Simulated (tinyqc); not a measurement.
Worked calculation: Hueckel theory of the pi electrons with the omega technique, for the molecule c1ccc2ncccc2c1 (SMILES; centres numbered as the heavy atoms are written). Computed by tinyqc, a small Python program that keeps every step. Settings: charge = 0, omega = 0.6, damping = 0.7. Command: `OMP_NUM_THREADS=1 python tinyqc.py 26514 26515 out.jsonl` (the two numbers bound the seeds that draw the settings). One thread of a shared host (Intel(R) Xeon(R) Processor @ 2.60GHz), about 0.01 s of CPU time with the checks.

## The Hueckel matrix

Centres:
```
centre  z_r, pi electrons of the neutral centre         h
1C                                            1  0.000000
2C                                            1  0.000000
3C                                            1  0.000000
4C                                            1  0.000000
5N                                            1  0.500000
6C                                            1  0.000000
7C                                            1  0.000000
8C                                            1  0.000000
9C                                            1  0.000000
10C                                           1  0.000000
```

Bonds:
```
i    j         k
1    2         1
2    3         1
3    4         1
4    5         1
5    6  1.000000
6    7         1
7    8         1
8    9         1
9   10         1
10   1         1
9    4         1
```

H_rr = alpha + h_r beta, H_rs = k_rs beta for bonded centres.

Hueckel matrix in units of beta (H = alpha + beta A), lower triangle:
```
           1C        2C        3C        4C        5N        6C        7C        8C
1C   0.000000
2C   1.000000  0.000000
3C   0.000000  1.000000  0.000000
4C   0.000000  0.000000  1.000000  0.000000
5N   0.000000  0.000000  0.000000  1.000000  0.500000
6C   0.000000  0.000000  0.000000  0.000000  1.000000  0.000000
7C   0.000000  0.000000  0.000000  0.000000  0.000000  1.000000  0.000000
8C   0.000000  0.000000  0.000000  0.000000  0.000000  0.000000  1.000000  0.000000
9C   0.000000  0.000000  0.000000  1.000000  0.000000  0.000000  0.000000  1.000000
10C  1.000000  0.000000  0.000000  0.000000  0.000000  0.000000  0.000000  0.000000

           9C       10C
9C   0.000000
10C  1.000000  0.000000
```

## Orbitals, round 1

pi electrons, sum of z_r less the charge = 10

Diagonalise; E = alpha + x beta with beta < 0, so the largest x are filled first; degenerate levels share their electrons. P = sum n_i c_ri c_si; each orbital has its largest coefficient positive (the first on a tie).

x values: 2.362525  1.668928  1.384220  1.000000  0.703283  -0.527097  -1.000000  -1.231569  -1.593263  -2.267026

occupations: 2.000000  2.000000  2.000000  2.000000  2.000000  0.000000  0.000000  0.000000  0.000000  0.000000

coefficients:
```
          MO1        MO2        MO3        MO4        MO5        MO6        MO7        MO8
1C   0.200201   0.447250   0.057283   0.408248  -0.302465   0.220498   0.408248  -0.244130
2C   0.205950   0.409843  -0.227561   0.408248   0.251524   0.272504  -0.408248  -0.153885
3C   0.286361   0.236749  -0.372277   0.000000   0.479358  -0.364134   0.000000   0.433649
4C   0.470584  -0.014727  -0.287753  -0.408248   0.085600  -0.080570   0.408248  -0.380184
5N   0.394743  -0.375812  -0.393505   0.000000  -0.395128   0.422203   0.000000   0.350251
6C   0.264635  -0.424570  -0.060192   0.408248  -0.165923  -0.353074  -0.408248  -0.226300
7C   0.230462  -0.332765   0.310186   0.408248   0.278436  -0.236099   0.408248  -0.071547
8C   0.279839  -0.130790   0.489557   0.000000   0.361743   0.477521   0.000000   0.314415
9C   0.430663   0.114485   0.367469  -0.408248  -0.024029  -0.015601  -0.408248  -0.315677
10C  0.267030   0.336585   0.306853   0.000000  -0.464242  -0.388728   0.000000   0.454547

           MO9       MO10
1C   -0.401201   0.250213
2C    0.427517  -0.246012
3C   -0.279946   0.307504
4C    0.018511  -0.451106
5N    0.186548   0.237150
6C   -0.409006  -0.205094
7C    0.465106   0.227803
8C   -0.332030  -0.311341
9C    0.063905   0.478016
10C   0.211701  -0.321226
```

charge and bond-order matrix P, lower triangle:
```
            1C         2C         3C         4C         5N         6C         7C        8C
1C    1.003092
2C    0.604176   0.984203
3C   -0.006197   0.722583   1.012853
4C   -0.242833   0.022452   0.558855   0.956925
5N    0.015834  -0.165129  -0.037697   0.541407   1.216057
6C    0.152992   0.038249  -0.163728  -0.065528   0.706536   0.896223
7C   -0.004945   0.154392   0.010418  -0.237473  -0.032094   0.608134   1.008508
8C   -0.167687  -0.032776   0.080647   0.047416  -0.351921   0.080191   0.721182  0.931880
9C   -0.001853  -0.241432   0.004221   0.519694  -0.016260  -0.238874   0.003563  0.553495
10C   0.723983   0.012692  -0.361239  -0.014668   0.083205  -0.027360  -0.169087  0.025978

           9C       10C
9C   1.001711
10C  0.554896  0.988548
```

## Omega technique, round 1

h_r = h_r(0) + omega q_r, omega = 0.6, with q_r = z_r - P_rr; 0.7 of the old diagonal is kept.

matrix after round 1, lower triangle:
```
            1C        2C         3C        4C        5N        6C         7C        8C
1C   -0.000557
2C    1.000000  0.002843
3C    0.000000  1.000000  -0.002314
4C    0.000000  0.000000   1.000000  0.007754
5N    0.000000  0.000000   0.000000  1.000000  0.461110
6C    0.000000  0.000000   0.000000  0.000000  1.000000  0.018680
7C    0.000000  0.000000   0.000000  0.000000  0.000000  1.000000  -0.001532
8C    0.000000  0.000000   0.000000  0.000000  0.000000  0.000000   1.000000  0.012262
9C    0.000000  0.000000   0.000000  1.000000  0.000000  0.000000   0.000000  1.000000
10C   1.000000  0.000000   0.000000  0.000000  0.000000  0.000000   0.000000  0.000000

            9C       10C
9C   -0.000308
10C   1.000000  0.002061
```

## Orbitals, round 2

As before.

x values: 2.360500  1.667516  1.381625  1.004496  0.699351  -0.528909  -0.995535  -1.233137  -1.590185  -2.265720

occupations: 2.000000  2.000000  2.000000  2.000000  2.000000  0.000000  0.000000  0.000000  0.000000  0.000000

coefficients:
```
          MO1        MO2        MO3        MO4        MO5        MO6        MO7        MO8
1C   0.201779   0.445117   0.066873   0.410384  -0.297513   0.225209   0.405685  -0.242879
2C   0.207198   0.411323  -0.221537   0.408930   0.255376   0.269097  -0.407773  -0.153732
3C   0.286723   0.239601  -0.372324  -0.000779   0.475384  -0.368302   0.001427   0.432889
4C   0.470275  -0.011231  -0.293737  -0.409714   0.078184  -0.075151   0.406356  -0.379078
5N   0.386570  -0.364664  -0.397498  -0.000753  -0.395557   0.427779   0.000681   0.354295
6C   0.263971  -0.428703  -0.072166   0.409305  -0.172422  -0.348358  -0.407348  -0.221186
7C   0.231604  -0.342196   0.299140   0.404252   0.278194  -0.237022   0.412457  -0.077411
8C   0.283084  -0.142439   0.485923  -0.002616   0.367403   0.473358  -0.002636   0.316525
9C   0.433146   0.106423   0.366265  -0.406848  -0.025755  -0.019146  -0.409800  -0.316790
10C  0.269214   0.331165   0.313968   0.003528  -0.463607  -0.388087   0.004125   0.453100

           MO9       MO10
1C   -0.403441   0.250400
2C    0.428250  -0.246252
3C   -0.278773   0.308238
4C    0.014406  -0.451415
5N    0.191575   0.240609
6C   -0.407383  -0.204685
7C    0.463849   0.226973
8C   -0.329513  -0.309224
9C    0.064178   0.477434
10C   0.213072  -0.320945
```

charge and bond-order matrix P, lower triangle:
```
            1C         2C         3C         4C         5N         6C         7C        8C
1C    1.000491
2C    0.603842   0.987273
3C   -0.004292   0.723057   1.008468
4C   -0.242303   0.020632   0.557999   0.963088
5N    0.012951  -0.166323  -0.033157   0.544063   1.193772
6C    0.153770   0.035382  -0.164894  -0.062054   0.709912   0.911869
7C   -0.004896   0.154639   0.009947  -0.237970  -0.029871   0.607490   1.002069
8C   -0.168334  -0.029655   0.081555   0.043582  -0.354211   0.072608   0.721632  0.943076
9C   -0.000075  -0.241139   0.002792   0.519189  -0.012927  -0.239604   0.003662  0.554072
10C   0.724204   0.010979  -0.361509  -0.014061   0.083769  -0.024369  -0.169198  0.022527

           9C       10C
9C   0.998559
10C  0.554706  0.991333
```

## Omega technique, round 2

As before.

matrix after round 2, lower triangle:
```
            1C        2C         3C        4C        5N        6C         7C        8C
1C   -0.000478
2C    1.000000  0.004281
3C    0.000000  1.000000  -0.003144
4C    0.000000  0.000000   1.000000  0.012072
5N    0.000000  0.000000   0.000000  1.000000  0.437898
6C    0.000000  0.000000   0.000000  0.000000  1.000000  0.028940
7C    0.000000  0.000000   0.000000  0.000000  0.000000  1.000000  -0.001445
8C    0.000000  0.000000   0.000000  0.000000  0.000000  0.000000   1.000000  0.018829
9C    0.000000  0.000000   0.000000  1.000000  0.000000  0.000000   0.000000  1.000000
10C   1.000000  0.000000   0.000000  0.000000  0.000000  0.000000   0.000000  0.000000

           9C       10C
9C   0.000044
10C  1.000000  0.003003
```

## Convergence

Each round sets h_r = h_r(0) + omega (z_r - P_rr), keeping the share named as damping of the old diagonal; repeat until output and input diagonals agree to 1e-6.

Rounds:
```
round    sum n x  largest |h(out) - h(in)|
1      14.237910                  1.30e-01
2      14.226975                  7.74e-02
3      14.221233                  4.63e-02
4      14.218083                  2.78e-02
5      14.216303                  1.68e-02
6      14.215277                  1.01e-02
7      14.214677                  6.17e-03
8      14.214324                  3.77e-03
9      14.214114                  2.31e-03
10     14.213988                  1.42e-03
11     14.213913                  8.77e-04
12     14.213867                  5.44e-04
13     14.213840                  3.39e-04
14     14.213823                  2.11e-04
15     14.213813                  1.32e-04
16     14.213806                  8.32e-05
17     14.213803                  5.24e-05
18     14.213800                  3.31e-05
19     14.213799                  2.10e-05
20     14.213798                  1.33e-05
21     14.213797                  8.50e-06
22     14.213797                  5.43e-06
23     14.213797                  3.47e-06
24     14.213796                  2.23e-06
25     14.213796                  1.43e-06
26     14.213796                  9.21e-07
```

Converged in 26 rounds.

## Energy, charges, bond orders

final x values: 2.357902  1.666013  1.377519  1.011635  0.693830  -0.533232  -0.988442  -1.235924  -1.585617  -2.263682

occupations: 2.000000  2.000000  2.000000  2.000000  2.000000  0.000000  0.000000  0.000000  0.000000  0.000000

final P, lower triangle:
```
            1C         2C         3C         4C         5N         6C         7C        8C
1C    0.998405
2C    0.603496   0.990112
3C   -0.002169   0.723582   1.004216
4C   -0.241706   0.018057   0.556970   0.970861
5N    0.009304  -0.167678  -0.027133   0.547353   1.162004
6C    0.154624   0.030659  -0.166297  -0.055508   0.714116   0.932150
7C   -0.004787   0.154939   0.009476  -0.238603  -0.026788   0.606587   0.996575
8C   -0.169014  -0.025370   0.082590   0.037907  -0.356868   0.061084   0.722210  0.956326
9C    0.001966  -0.240848   0.000689   0.518628  -0.008614  -0.240358   0.003394  0.554633
10C   0.724414   0.009126  -0.361784  -0.012951   0.084335  -0.019996  -0.169334  0.018281

           9C       10C
9C   0.995938
10C  0.554546  0.993414
```

E = sum n x; q_r = z_r - P_rr; bond order p = P_rs; free valence = sqrt(3) - sum of p over the bonds of the atom.

pi energy = 10 alpha + this times beta = 14.213796

pi charges: 1C 0.001595, 2C 0.009888, 3C -0.004216, 4C 0.029139, 5N -0.162004, 6C 0.067850, 7C 0.003425, 8C 0.043674, 9C 0.004062, 10C 0.006586

Bond orders and lengths from R = 1.517 - 0.180 p (angstrom, C-C alone):
```
bond         p         R
1-2   0.603496  1.408371
2-3   0.723582  1.386755
3-4   0.556970  1.416745
4-5   0.547353         -
5-6   0.714116         -
6-7   0.606587  1.407814
7-8   0.722210  1.387002
8-9   0.554633  1.417166
9-10  0.554546  1.417182
10-1  0.724414  1.386605
9-4   0.518628  1.423647
```

free valence of the carbons: 1C 0.404141, 2C 0.404972, 3C 0.451498, 4C 0.109100, 6C 0.411348, 7C 0.403254, 8C 0.455208, 9C 0.104244, 10C 0.453091

gap between the highest filled and the next level = 1.227062 |beta|
